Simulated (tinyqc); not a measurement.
## Single-photon avalanche diode, trigger probability and counting: effect of the width of the multiplication layer

A multiplication layer of width W with the uniform field V/W; alpha = an exp(-bn/E) for electrons, beta = ap exp(-bp/E) for holes (local model, no dead space). a = alpha W, b = beta W. Electrons enter at x = 0, holes at x = W. P0 is the probability that an electron entering at 0 starts a lasting avalanche, PW the same for a hole entering at W.

Breakdown: ln(a/b) = a - b with a not equal to b. Above it PW/(1 - PW) = [P0/(1 - P0)] exp(b - a) and b ln(1 - P0) = a ln(1 - PW); the mean over pairs made evenly in the layer is Pm = ln[(1 - PW)/(1 - P0)]/(a - b). The excess bias is 10 % of VB in every row.

Parameters, values chosen for the exercise; ionisation coefficients close to those of indium phosphide:
```
symbol,value,unit,meaning
an,1.12e7,1/cm,electron prefactor
bn,3.2,MV/cm,electron field
ap,4.9e6,1/cm,hole prefactor
bp,2.62,MV/cm,hole field
```

Results:
```
W (um)  VB (V)  E at VB (MV/cm)  beta/alpha at VB      P0      PW
0.15     9.265           0.6177             1.119  0.5992  0.6090
0.25     13.93           0.5571             1.239  0.6227  0.6667
0.41     20.86           0.5087             1.368  0.6420  0.7183
0.67     31.37           0.4683             1.510  0.6581  0.7649
1.1      47.68           0.4334             1.668  0.6717  0.8070
1.8      72.64           0.4035             1.841  0.6830  0.8437
5        176.5           0.3529             2.263  0.7002  0.9044
```

Estimate the missing row, W = 3 um.

Computed row:
```
W (um)  VB (V)  E at VB (MV/cm)  beta/alpha at VB      P0      PW
3        113.0           0.3766             2.041  0.6925  0.8767
```

With this row back in the table: As W grows, VB rises from 9.27 to 176 V, as W^(0.84) on average, the breakdown field falls from 0.618 to 0.353 MV/cm and beta/alpha rises from 1.12 to 2.26. At equal relative excess P0 rises from 0.599 to 0.700 and PW rises from 0.609 to 0.904. For W = 0.15, 0.25 dead space and band-to-band tunnelling, left out here, matter.

Numbers from tinyqc (`OMP_NUM_THREADS=1 python tinyqc.py 2630066 2630067 out.jsonl`; about 0.01 s on one thread of a shared Intel Xeon 2.30GHz).
